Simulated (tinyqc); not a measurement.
Inside a calculation. Model: Raman line shape of confined optical phonons and breathing modes of small crystals. Computed by tinyqc, a small Python program that keeps every step. Command: `OMP_NUM_THREADS=1 python tinyqc.py 3023929 3023930 out.jsonl confine walk`. One thread of a shared host (Intel(R) Xeon(R) Processor @ 2.30GHz), about 0.02 s of CPU time with the checks. Intermediate numbers are printed to about 7 digits and carried at full precision; extremes and crossings named in words are read from the listed rows.

Confinement in 1 direction(s) lets phonons with q away from zero scatter light. q is in units of 2 pi/a, from 0 to 1, and the branch is isotropic: omega(q)^2 = (omega_0^2 + omega_X^2)/2 + ((omega_0^2 - omega_X^2)/2) cos(pi q). The model and its constant beta are phenomenological; beta = 8 is the common choice.

Inputs (values chosen for the exercise, modelled on germanium):
```
quantity,value,unit
bulk frequency omega_0,300.4,1/cm
frequency at the zone boundary omega_X,231,1/cm
natural width Gamma_0,2.5,1/cm
lattice constant a,5.658,angstrom
size L,4.3,nm
confinement constant beta,3,-
probe offset omega - omega_0,-2.8,1/cm
longitudinal velocity,5250,m/s
transverse velocity,3230,m/s
```

Shape: film.

Constants: c = 299792458 m/s.

## Range of wave vectors

Weight W(q) = q^0 exp(-(2 L q/a)^2/(2 beta)) dq, that is exp(-k^2 L^2/(2 beta pi^2)) for k = 2 pi q/a. Width q_c = a sqrt(2 beta)/(2 L), where the exponential falls to 1/e; curvature of the branch: omega(q) = omega_0 - c q^2, c = pi^2 (omega_0^2 - omega_X^2)/(8 omega_0); for small q_c the mean of q^2 is (number of confined directions) q_c^2/2, and the mean shift is -c times that.

q_c = 0.1611536 2 pi/a

curvature c = 151.4575 1/cm

mean shift, quadratic estimate = -1.966713 1/cm

omega(q_c) - omega_0 = -3.875118 1/cm

## Intensity at one frequency

I(omega) = int W(q) / [(omega - omega(q))^2 + (Gamma_0/2)^2] dq / int W dq x (Gamma_0/2)^2, by 400 Gauss-Legendre points on 0 < q < min(1, 2.5 a sqrt(2 beta)/L). Bulk Lorentzian 1/(1 + (2 offset/Gamma)^2); mean shift = weighted mean of omega(q) less the bulk frequency.

I at the probe offset = 0.3486512

bulk Lorentzian there = 0.1661792

mean shift, from the weights = -1.922943 1/cm

## Peak, width and asymmetry

The peak is the maximum of I; the width is taken between the half-maximum points, and the asymmetry is the low-side half-width over the high-side one.

peak shift = -0.51173 1/cm

full width = 4.0262 1/cm

asymmetry = 1.7273

peak height (bulk = 1) = 0.64046

The peak moves 27 % as far as the mean: the tail on the low side carries the rest. A shift without broadening or asymmetry would point to stress, not size.

## Line shape against size

The formulas are those given above.

Line shape:
```
L (nm),peak shift (1/cm),full width (1/cm),asymmetry,"mean shift, quadratic estimate (1/cm)"
3,-0.59761,4.9042,2.1845,-4.040504
3.6,-0.55754,4.4362,1.939,-2.805905
4.4,-0.50535,3.9769,1.7021,-1.878333
5.5,-0.43898,3.5454,1.4837,-1.202133
7,-0.36122,3.1769,1.3013,-0.7421333
10,-0.24684,2.8076,1.1246,-0.3636453
15,-0.13894,2.5963,1.031,-0.1616201
25,-0.056425,2.5155,1.0027,-0.05818325
```

The peak shift falls with exponent -0.38 at the small end and -1.76 at the large end. For still larger L it tends to the mean shift, which goes as 1/L^2; the ratio is 0.15 in the first row and 0.97 in the last. The width exceeds Gamma_0 by over 10 % for L up to 10 nm. In a film the weight is largest at q = 0, so the peak hardly moves and a tail grows instead.

## Thickness mode of the free film

The lowest longitudinal standing wave has half a wavelength across the film: f = v_L/(2 L); the lowest shear one f = v_T/(2 L).

breathing frequency = 610.4651 GHz

shear frequency = 375.5814 GHz

breathing wavenumber = 20.36292 1/cm

Checks made by the program: mean shift of a large crystal against the quadratic estimate (relative difference 1e-05).
